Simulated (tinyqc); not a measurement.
Electron continuity equation in a given potential, Scharfetter-Gummel discretisation: two steps of the calculation.

Steady state in one dimension: J = q mu n E + q D dn/dx with E = -dpsi/dx and D = mu Vt, dJ/dx = 0, fixed densities nL and nR at the ends. The potential is given, psi = U x/L, and is not changed by the electrons.

Parameters, values chosen for the exercise; mobility close to that of indium phosphide at room temperature: temperature T = 250 K; electron mobility mu = 4950 cm^2/(V s); length of the region L = 19 um; density at x = 0 nL = 5e12 cm^-3; density at x = L nR = 7.2e13 cm^-3.

Constants: q = 1.602176634e-19 C, kB = 1.380649e-23 J/K, Vt = kB T/q. Results are converted to the units shown.

Problem 1. Tridiagonal system for the inner nodes. Row i (1 to 7): B(-d_(i-1)) n_(i-1) + b_i n_i + B(d_i) n_(i+1) = f_i with b_i = -B(-d_i) - B(d_(i-1)) and f_i = 0; the known end values are moved to the right: f_1 loses B(-d_0) nL and f_7 loses B(d_7) nR. h = L/8, D = mu Vt.

```
interval	B(d_i)	B(-d_i)
0	0.49398840	1.7704854
1	0.49398840	1.7704854
2	0.49398840	1.7704854
3	0.49398840	1.7704854
4	0.49398840	1.7704854
5	0.49398840	1.7704854
6	0.49398840	1.7704854
7	0.49398840	1.7704854
```

Give: diagonal b; right side f.

Solution 1.

```
node	diagonal b	right side f (cm^-3)
1	-2.2645	-8.8524e12
2	-2.2645	0
3	-2.2645	0
4	-2.2645	0
5	-2.2645	0
6	-2.2645	0
7	-2.2645	-3.5567e13
```

Problem 2. Densities and current. B(d_i) and B(-d_i) are the Bernoulli factors of the potential steps, b and f the diagonal and right side. Solve B(-d_(i-1)) n_(i-1) + b_i n_i + B(d_i) n_(i+1) = f_i (end values already in f), then J_i = (q D/h) [n_(i+1) B(d_i) - n_i B(-d_i)], h = L/8, D = mu Vt.

```
interval	B(d_i)	B(-d_i)
0	0.49398840	1.7704854
1	0.49398840	1.7704854
2	0.49398840	1.7704854
3	0.49398840	1.7704854
4	0.49398840	1.7704854
5	0.49398840	1.7704854
6	0.49398840	1.7704854
7	0.49398840	1.7704854
```

```
node	diagonal b	right side f (cm^-3)
1	-2.2644738	-8.8524269e12
2	-2.2644738	0
3	-2.2644738	0
4	-2.2644738	0
5	-2.2644738	0
6	-2.2644738	0
7	-2.2644738	-3.5567164e13
```

Find: n; J.

Solution 2.

n, node 0 to 8 (cm^-3): 5.0000e12  5.0064e12  5.0292e12  5.1108e12  5.4036e12  6.4529e12  1.0214e13  2.3692e13  7.2000e13
J, interval 0 to 7 (A/cm^2): -0.45892  -0.45892  -0.45892  -0.45892  -0.45892  -0.45892  -0.45892  -0.45892

Program tinyqc, `OMP_NUM_THREADS=1 python tinyqc.py 2220040 2220041 out.jsonl`; Intel Xeon 2.30GHz, shared host, one thread, about 0.01 s.
